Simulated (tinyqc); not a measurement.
Worked calculation: thin-film optics by transfer matrices. Values are carried at full precision from step to step, so a last printed digit may differ when a step is redone from the rounded ones.

Indices N = n + i k. Snell: N0 sin(theta) = N_j sin(theta_j), with Im(N_j cos theta_j) >= 0. Admittance y_j = N_j cos theta_j for s and N_j/cos theta_j for p. Phase delta_j = 2 pi N_j cos theta_j d_j/lambda. Layer matrix [[cos delta, -i sin delta/y], [-i y sin delta, cos delta]], multiplied from the top down to M. (B, C) = M (1, y_sub); r = (y0 B - C)/(y0 B + C), R = |r|^2, T = 4 Re y0 Re y_sub/|y0 B + C|^2, absorbed in the films 1 - R - T.

Inputs chosen for the exercise (indices near those of SiO2 on Al; shifted at random, so the results belong to these values and not to a real crystal): lam = 193 nm (vacuum wavelength); n0 = 1 (ambient index); n = (1.583, 0.111) (n of SiO2, substrate); k = (0, 2.242) (k in the same order); d = (384) nm (thicknesses, top first); theta = 30 degrees (angle of incidence); pol = s (polarisation).

## Angles, admittances and phases

Form cos theta_j, y_j and delta_j.

cos theta_j: ambient 0.8660, film 1 0.9488, substrate 1.0244+0.0024i

y_j: ambient 0.8660, film 1 1.5020, substrate 0.1083+2.2970i

delta_j (rad): film 1 18.7764

## Layer matrices and their product

Form each matrix and multiply from the top down.

M:
```
[[0.9973, 0.0487i],
 [0.1098i, 0.9973]]
```

Each matrix has determinant 1, and so has M.

## Reflection and transmission

Close the stack on the substrate.

B, C: [0.8856+0.0053i, 0.1081+2.4006i]

r = -0.7918-0.5620i
R = 0.9427
T into the substrate = 0.0573
absorbed in the films = 0.0000

The bare substrate would reflect 0.9397.

## Ellipsometric angles

Ellipsometry: rho = tan(Psi) exp(i Delta) = -conj(r_p/r_s) with the r of the admittance formula, Delta in 0 to 360 degrees, so that a bare dielectric at small angles gives Delta = 180.

Repeat the steps for both polarisations.

r_s = -0.7918-0.5620i
r_p = -0.6357-0.7192i
Psi = 44.67 degrees
Delta = 166.84 degrees

## Checks

- R against the recursion of Airy sums from the substrate up: both 0.94270.

Computed by tinyqc, a small Python program: `OMP_NUM_THREADS=1 python tinyqc.py 1650746 1650747 out.jsonl` (the numbers bound the seed that draws the inputs); one thread of a shared host (Intel(R) Xeon(R) Processor @ 2.30GHz), about 0.02 s for the whole set of steps.
